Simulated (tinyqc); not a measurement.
# p-i-n junction, non-linear Poisson equation by Newton steps: effects of single changes

One dimension, p side on the left, n side on the right; net doping C = -Na for x < 0, 0 for 0 < x < Li and +Nd beyond. The potential psi is counted from the intrinsic level, and the quasi-Fermi potentials are flat: 0 for holes and -V for electrons, so n = ni exp((psi + V)/Vt) and p = ni exp(-psi/Vt) (Boltzmann statistics, full ionisation, no current).

Parameters, values chosen for the exercise; band and dielectric values close to those of indium phosphide: temperature T = 400 K; band gap Eg = 1.36 eV; relative permittivity eps_r = 12.3; conduction-band density of states at T Nc = 8.81e17 cm^-3; valence-band density of states at T Nv = 1.69e19 cm^-3; acceptor density of the p side Na = 8.2e16 cm^-3; donor density of the n side Nd = 2.7e17 cm^-3; bias of the p side against the n side V = 0 V; width of the undoped layer, from x = 0 to Li Li = 230 nm.

Constants: q = 1.602176634e-19 C, kB = 1.380649e-23 J/K, Vt = kB T/q, eps0 = 8.8541878128e-14 F/cm where lengths are in cm. Results are converted to the units shown.

Each table varies one quantity; the others keep the values above.

## Capacitance and field against bias

The Poisson equation d/dx(eps0 eps_r dpsi/dx) = -q (p - n + C) is solved on a mesh of more than 1000 nodes that ends in neutral material (psi_p = -Vt ln(Na/ni), psi_n = Vt ln(Nd/ni) - V). C_j = q d/dV of the integral of p over x, from the linearised equation. ni = sqrt(Nc Nv) exp(-Eg/(2 Vt)), Eg in volts. Depletion approximation: Vbi = Vt ln(Na Nd/ni^2), W = sqrt(2 eps0 eps_r (Vbi - V)(1/Na + 1/Nd)/q), xp = W Nd/(Na + Nd), xn = W Na/(Na + Nd), peak field 2 (Vbi - V)/W, capacitance eps0 eps_r/W. The last column applies it to an abrupt Na-Nd junction.

Result of one run:

| V (V) | peak \|E\| (kV/cm) | C_j (nF/cm^2) | 1/C_j^2 (cm^4/uF^2) | eps0 eps_r/C_j (nm) | abrupt depletion C (nF/cm^2) |
|---|---|---|---|---|---|
| -3.48 | 146.9 | 28.01 | 1275 | 388.8 | 34.48 |

What becomes of these results when the bias of the p side against the n side V is changed from -3.48 to -4 V, all else the same?

Result of the changed run:

| V (V) | peak \|E\| (kV/cm) | C_j (nF/cm^2) | 1/C_j^2 (cm^4/uF^2) | eps0 eps_r/C_j (nm) | abrupt depletion C (nF/cm^2) |
|---|---|---|---|---|---|
| -4 | 160.1 | 27.02 | 1369 | 403.0 | 32.69 |

The whole series:

| V (V) | peak \|E\| (kV/cm) | C_j (nF/cm^2) | 1/C_j^2 (cm^4/uF^2) | eps0 eps_r/C_j (nm) | abrupt depletion C (nF/cm^2) |
|---|---|---|---|---|---|
| 0.17 | 43.63 | 41.55 | 579.2 | 262.1 | 75.39 |
| -0.35 | 57.56 | 37.89 | 696.7 | 287.5 | 60.78 |
| -0.87 | 73.05 | 35.43 | 796.8 | 307.4 | 52.31 |
| -1.39 | 88.76 | 33.46 | 893.1 | 325.5 | 46.61 |
| -1.92 | 104.4 | 31.78 | 990.1 | 342.7 | 42.38 |
| -2.44 | 119.1 | 30.36 | 1085 | 358.7 | 39.18 |
| -2.96 | 133.3 | 29.11 | 1180 | 374.1 | 36.60 |
| -3.48 | 146.9 | 28.01 | 1275 | 388.8 | 34.48 |
| -4 | 160.1 | 27.02 | 1369 | 403.0 | 32.69 |

With V going from 0.17 to -4 V, C_j falls from 41.6 to 27.0 nF/cm^2 and the peak field rises from 43.6 to 160 kV/cm. The slope of 1/C_j^2, read as N = 2/(q eps0 eps_r |slope|), gives 5.08e16 cm^-3 between the first two rows and 6.29e16 cm^-3 between the last two, against Na Nd/(Na + Nd) = 6.29e16 cm^-3; it is not a straight line, so no single doping describes it. At the end C_j goes as (Vbi - V)^(-0.34) with Vbi = 1.14 V, and it is 17 % below the abrupt depletion formula (at the first row 45 % below it).

## Effect of the width of the undoped layer

Same model as above.

The abrupt values quoted are those of these depletion formulas.

Effect of the width of the undoped layer:

| Li (nm) | peak \|E\| (kV/cm) | C_j (nF/cm^2) | eps0 eps_r/C_j (nm) |
|---|---|---|---|
| 29 | 116 | 70.5 | 155 |
| 41 | 108 | 69.3 | 157 |
| 58 | 96.9 | 67.0 | 162 |
| 81 | 84.7 | 63.3 | 172 |
| 120 | 69.4 | 56.4 | 193 |
| 160 | 58.8 | 49.7 | 219 |
| 230 | 47.9 | 40.1 | 272 |

What does the comparison show?

As Li grows from 29 to 230 nm, the peak field falls from 116 to 47.9 kV/cm and C_j falls from 70.5 to 40.1 nF/cm^2. The abrupt depletion formulas give 145 kV/cm and W = 157 nm; the first row's field is 20 % below that and the last row's 67 % below it. The same voltage drops over a longer distance, so the field falls.

Program tinyqc, `OMP_NUM_THREADS=1 python tinyqc.py 2000098 2000099 out.jsonl`; Intel Xeon 2.30GHz, shared host, one thread, about 0.07 s.
